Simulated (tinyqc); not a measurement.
Inside a calculation: polytypes by hexagonality, and a cubic inclusion as a quantum well. Values are carried at full precision from step to step, so a last printed digit may differ when a step is redone from the rounded ones.

A layer is h if its two neighbours in the periodic sequence sit on the same site, k otherwise; the hexagonality h is the share of h layers.

Constants: hbar^2/2m0 = 3.80998211 eV angstrom^2.

Inputs chosen for the exercise (of the order of those of SiC; not measured data): E3 = 2.413 eV (gap of the cubic polytype); E2 = 3.299 eV (gap of 2H); Ev2 = 0.151 eV (valence top of 2H above that of 3C); P2 = -0.0486 C/m^2 (spontaneous polarisation of 2H); Es = 3.294 eV (gap at the hexagonality hs); hs = 0.5 (hexagonality up to which the first line holds); m = (0.309, 0.303) m0 (electron mass along c in the cubic layer and in the host); d = 2.515 angstrom (thickness of a double layer); eps = 10.1 (dielectric constant); N = 8 (double layers in the cubic inclusion).

## Hexagonality

Stacking sequences:
```
polytype         sequence
8H               ABCABACB
3C                    ABC
6H                 ABCACB
15R       ABCACBCABACABCB
2H                     AB
```

Give the h/k string and h of each.

Hexagonality:
```
polytype       h/k string       h
8H               hkkkhkkk  0.2500
3C                    kkk  0.0000
6H                 hkkhkk  0.3333
15R       hkkhkhkkhkhkkhk  0.4000
2H                     hh  1.0000
```

## Gaps and band edges

Gap: E3 + (Es - E3) h/hs for h up to hs, then linear from Es to E2 at h = 1. Valence top Ev2 h and polarisation P2 h, both counted from 3C; Ec = Ev + gap.

Evaluate for each polytype.

Results:
```
polytype  gap (eV)  Ev (eV)  Ec (eV)  P (C/m^2)
8H          2.8535   0.0377   2.8912   -0.01215
3C          2.4130   0.0000   2.4130    0.00000
6H          3.0003   0.0503   3.0507   -0.01620
15R         3.1178   0.0604   3.1782   -0.01944
2H          3.2990   0.1510   3.4500   -0.04860
```

The widest gap is that of 2H, the narrowest that of 3C. Ev and Ec both rise with h, so 3C collects electrons and the more hexagonal side holes: a staggered line-up.

## The bound level without the field

A cubic inclusion of width L = N d in the host (h = 0.4) is a well of depth V = Ec(host) - Ec(3C). Square well with mass mismatch: k tan(k L/2) = (m_w/m_b) q, k = sqrt(m_w E/c), q = sqrt(m_b (V - E)/c), c = hbar^2/2m0, lowest root. The depth of the level, V - E, is its binding, and the transition to the valence top of the host is gap(host) - (V - E). The step in polarisation gives a field |F| = |P|/(eps eps0) in a thin inclusion, eps0 = 8.8541878e-12 F/m.

Give V, L, the level E, its depth below the host conduction edge and the transition to the valence top of the host, gap(host) - (V - E).

V = 0.7652 eV
L = 20.120 angstrom
E above the bottom = 0.1512 eV
depth below the host edge = 0.6140 eV
transition = 2.5038 eV

The level keeps 80 % of the well depth. The transition lies above the gap of 3C itself (2.413 eV).

## The polarisation field

Give |F|, the drop |F| L, the bound charge |P|/e per cm^2 (e = 1.602176634e-19 C), and, as a first estimate, the shift -|F| L/2 of the transition for an electron centred in the layer and a hole in the host on the high side.

|F| = 2.174 MV/cm
drop = 437.4 meV
bound charge = 1.21e+13 cm^-2
estimated shift = -218.7 meV

The drop is 57 % of the well depth. The host edge on the low side sinks by 219 meV against the centre, less than the 614 meV by which the flat well binds.

## Checks

- Square-well root against finite differences on a grid of 0.5 angstrom (eV): both 0.151.

(tinyqc, `OMP_NUM_THREADS=1 python tinyqc.py 1850114 1850115 out.jsonl`, Intel(R) Xeon(R) Processor @ 2.30GHz, 1 thread, shared host, about 0.04 s.)
